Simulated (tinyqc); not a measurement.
Stability and critical current from long pulses.

Inverse problem. For long pulses a magnetic tunnel junction switches at I = Ic0 [1 - ln(tp/t0)/Delta]. Find Ic0 and Delta.

Inputs (values chosen for the exercise): attempt time t0 = 1 ns.

switching current for pulses of 0.0001 and 0.1 s (uA): [30.033487, 25.743079]

Solution. I is linear in ln tp: it equals Ic0 at tp = t0, and the slope is -Ic0/Delta.

Ic0 = 37.2 uA
Delta = 59.9

Program tinyqc, `OMP_NUM_THREADS=1 python tinyqc.py 2450131 2450132 out.jsonl`; Intel Xeon 2.30GHz, shared host, one thread, about 0.01 s.
